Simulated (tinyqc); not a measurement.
Trench capacitor in an array: capacitance, non-linearity, leakage and relaxation: two steps of the calculation.

A film between two metal electrodes, each interface adding a series capacitance ci. The small-signal permittivity is ek (1 + aq E^2); the field is found with the linear permittivity. Leakage J = J0 sinh(E/Ef). After a voltage step the film passes a relaxation current kr C V tt^(-nr), tt being the time in seconds. The sidewall is a coaxial capacitor with radii a = dm/2 - t and b = dm/2, depth AR dm; the end face is left out.

Parameters, values chosen for the exercise; permittivity of the order of that of titanium dioxide:

| symbol | value | unit | meaning |
|---|---|---|---|
| ek | 73.6 |  | relative permittivity of the film |
| t | 29 | nm | film thickness |
| ci | 1000 | uF/cm^2 | capacitance of each electrode interface (dead layer and screening) |
| aq | 0.01 | cm^2/MV^2 | quadratic field coefficient of the permittivity |
| V | 0.5 | V | bias |
| J0 | 9.6e-10 | A/cm^2 | leakage prefactor |
| Ef | 0.28 | MV/cm | field for an e-fold rise of the leakage |
| dm | 350 | nm | diameter of the hole |
| AR | 10 |  | aspect ratio, depth over diameter |
| pt | 660 | nm | pitch of the square array |
| rho | 370 | uohm cm | resistivity of the inner electrode |

Constants: eps0 = 8.8541878128e-14 F/cm where lengths are in cm. Results are converted to the units shown.

Problem 1. Planar capacitance, field and non-linearity. Planar film: Cf = eps0 ek/t, 1/C = 1/Cf + 2/ci, EOT = 3.9 eps0/C, effective permittivity C t/eps0, E = (V/t) C/Cf; quadratic coefficient [C(V)/C - 1]/V^2 with Cf (1 + aq E^2) in C(V).

Give: Cf; C; EOT; effective permittivity; E; quadratic coefficient; J.

Solution 1.

Cf = 2.247 uF/cm^2
C = 2.237 uF/cm^2
EOT = 1.544 nm
effective permittivity = 73.27
E = 0.1716 MV/cm
quadratic coefficient = 1173 ppm/V^2
J = 6.260e-10 A/cm^2

The interfaces take 0.447 % of the voltage.

Problem 2. Cell capacitance, fields and time constant. Per length 1/c = ln(b/a)/(2 pi eps0 ek) + (1/a + 1/b)/(2 pi ci); cell capacitance c AR dm; per footprint over pt^2; fields c V/(2 pi eps0 ek r) at r = a and b; resistance of the inner electrode rho AR dm/(pi a^2); time constant R C/3 of the distributed line.

Give: a; b; cell capacitance; capacitance per footprint; field at a; field at b; R; R C/3.

Solution 2.

a = 146.00 nm
b = 175.00 nm
cell capacitance = 78.742 fF
capacitance per footprint = 18.077 uF/cm^2
field at a = 0.18817 MV/cm
field at b = 0.15699 MV/cm
R = 0.19338 kohm
R C/3 = 5.0758 ps

The array gives 8.08 times the planar capacitance per footprint; curvature makes the field at the inner electrode 1.10 times the planar value.

Numbers from tinyqc (`OMP_NUM_THREADS=1 python tinyqc.py 2102171 2102172 out.jsonl`; about 0.01 s on one thread of a shared Intel Xeon 2.30GHz).
